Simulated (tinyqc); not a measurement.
Effect of surface-potential fluctuations.

The band bending varies over the area as a Gaussian of deviation ss (in units of Vt), so Gp/w = q Dit times the Gaussian mean of ln(1 + y^2)/(2 y), y = x exp(-u), u of deviation ss, x = w tau at the mean bending. Listed: the x of the peak, its height over q Dit, the Dit that the rule Gp/w = 0.40237 q Dit would give, and Gp/w at five times the peak frequency over the peak.

Parameters, values chosen for the exercise:
```
symbol  value         unit                 meaning
Dit      9e11  cm^-2 eV^-1  interface trap density
```

Constants: q = 1.602176634e-19 C. Results are converted to the units shown.

Result of one run:
```
x at the peak	height/(q Dit)	peak Gp/w (nF/cm^2)	apparent Dit (cm^-2 eV^-1)	ratio at 5 f_peak
2.569	0.1593	22.97	3.564e11	0.9189
```

Which deviation of the band bending over Vt ss gave this result: 0.5, 1, 1.5 or 3.5?

ss = 3.5.

The whole series:
```
ss	x at the peak	height/(q Dit)	peak Gp/w (nF/cm^2)	apparent Dit (cm^-2 eV^-1)	ratio at 5 f_peak
0	1.980	0.4024	58.02	9.000e11	0.5767
0.5	2.075	0.3766	54.30	8.423e11	0.6096
1	2.222	0.3259	46.99	7.289e11	0.6883
1.5	2.340	0.2772	39.97	6.199e11	0.7665
2	2.426	0.2370	34.17	5.301e11	0.8258
2.5	2.489	0.2050	29.57	4.586e11	0.8679
3	2.535	0.1797	25.91	4.019e11	0.8976
3.5	2.569	0.1593	22.97	3.564e11	0.9189
```

The height falls from 0.402 to 0.159 and the ratio at five times the peak frequency rises from 0.577 to 0.919: the peak grows lower and wider, as patches with different time constants add. The uncorrected rule understates Dit by a factor of 2.53 in the last row; the width ratio gives ss and so the correction.

Program tinyqc, `OMP_NUM_THREADS=1 python tinyqc.py 2030042 2030043 out.jsonl`; Intel Xeon 2.30GHz, shared host, one thread, about 0.01 s.
